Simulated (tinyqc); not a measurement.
Bias dependence of the times: oxide trap near a transistor channel: two-state multiphonon kinetics, telegraph noise and bias instability. Computed by tinyqc, a small Python program. Command: `OMP_NUM_THREADS=1 python tinyqc.py 3024856 3024857 out.jsonl oxidetrap walk`. One thread of a shared host (Intel(R) Xeon(R) Processor @ 2.30GHz), about 0.01 s of CPU time with the checks.

An n-channel device under positive gate bias. The trap is empty (state 1) or holds an electron (state 2); both states are parabolas of equal curvature, and the electron reservoir is taken at the Fermi level of the channel.

Inputs (values chosen for the exercise, with an insulator like HfO2 on silicon):
```
quantity                                value   unit
insulator constant eps_ox                20.6      -
trap depth x from the interface           0.7     nm
tunnel barrier phi_b                     1.57     eV
tunnelling mass m_ox                     0.21    m_0
trap level above E_F at zero field E_t   0.37     eV
relaxation energy E_R                     1.7     eV
oxide field F                               3  MV/cm
attempt rate k_0 at the interface       8e+11    1/s
temperature T                             400      K
```

Parts treated: one trap.

Constants: hbar^2/(2 m_0) = 3.80998212 eV angstrom^2; k_B = 8.617333262e-05 eV/K.

Method. kappa = sqrt(2 m_ox phi_b)/hbar = sqrt(m_ox phi_b/(hbar^2/2m_0)); attenuation length lambda = 1/(2 kappa); factor exp(-x/lambda) for a rectangular barrier. E_21 = E_t - e F x is the energy of state 2 over state 1; barriers E_c = (E_R + E_21)^2/(4 E_R), E_e = E_c - E_21; tau_c = exp(E_c/k_B T)/(k_0 P), tau_e = exp(E_e/k_B T)/(k_0 P), P the tunnelling factor; occupation f_2 = tau_e/(tau_c + tau_e); 1/tau_0 = 1/tau_c + 1/tau_e.

tunnelling factor = 0.0162709

Against field:
```
F (MV/cm)  E_21 (eV)  tau_c (s)   tau_e (s)         f_2
0.0            0.370  0.0066806  1.4555e-07  2.1787e-05
0.9            0.307  0.0022331  3.0261e-07  1.3549e-04
1.8            0.244  0.0007722  6.5079e-07  8.4211e-04
2.4            0.202  0.0003876  1.1049e-06  2.8423e-03
3.0            0.160  0.0001975  1.9043e-06  9.5482e-03
3.6            0.118  0.0001022  3.3319e-06  3.1574e-02
4.5            0.055  0.0000391  7.9320e-06  1.6859e-01
```

ln(tau_c/tau_e) falls by e x/k_B T = 2.031 per MV/cm, which measures the depth x if the change of surface potential with bias is left aside. Over these rows tau_c shortens by 2.23 decades and tau_e lengthens by 1.74; the shares differ because E_21 is not small against E_R. Caution: a field 1.5 times as high comes near the usual breakdown field of such an insulator.
